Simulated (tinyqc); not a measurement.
Temperatures in a stack of 3 dies with leakage feedback: one step of the calculation.

One-dimensional heat flow to a sink below die 0. The power of each die is released in a plane at its top; from the plane of die j > 0 heat crosses its silicon (ts), a bond layer and the wiring of die j - 1; from die 0 it crosses t0, paste and sink. Copper shares the path through bond and wiring in parallel: k_eff = fm km + (1 - fm) k. Silicon is taken at the temperature of the plane above it. Leakage is P_l exp((T - 350 K)/Tl).

Task. Resistances per area at 300 K. R = thickness/conductivity for each layer.

Inputs (values chosen for the exercise); conductivities of the order met in silicon, wiring layers, bonds and pastes: conductivity of silicon at 300 K k0 = 146 W/(m K); thickness of a thinned die ts = 20 um; thickness of the die next to the sink t0 = 500 um; thickness of the wiring layers tb = 6 um; conductivity of the wiring layers kb = 3 W/(m K); thickness of a bond layer tg = 1 um; conductivity of the bond dielectric kg = 1.5 W/(m K); area share of copper through bond and wiring fm = 0.01; conductivity of copper km = 390 W/(m K); paste and lid Rt = 0.19 K cm^2/W; heat sink Rs = 0.77 K cm^2/W.

Find: thick die; thinned die; k_eff of the bond; k_eff of the wiring; bond plus wiring; paste plus sink.

Result.

thick die = 0.03425 K cm^2/W
thinned die = 0.001370 K cm^2/W
k_eff of the bond = 5.385 W/(m K)
k_eff of the wiring = 6.870 W/(m K)
bond plus wiring = 0.01059 K cm^2/W
paste plus sink = 0.9600 K cm^2/W

Program tinyqc, `OMP_NUM_THREADS=1 python tinyqc.py 2162115 2162116 out.jsonl`; Intel Xeon 2.30GHz, shared host, one thread, about 0.03 s.
